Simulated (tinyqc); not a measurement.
## Stability and critical current from long pulses

Problem. For long pulses a magnetic tunnel junction switches at I = Ic0 [1 - ln(tp/t0)/Delta]. Find Ic0 and Delta.

Parameters, values chosen for the exercise: attempt time t0 = 1 ns.

switching current for pulses of 0.0001 and 1 s (uA): 16.008635  12.603668

Solution. I is linear in ln tp: it equals Ic0 at tp = t0, and the slope is -Ic0/Delta.

Ic0 = 20.3 uA
Delta = 54.8

tinyqc, about 0.01 s, one thread, Intel Xeon 2.30GHz (shared host): `OMP_NUM_THREADS=1 python tinyqc.py 2450119 2450120 out.jsonl`
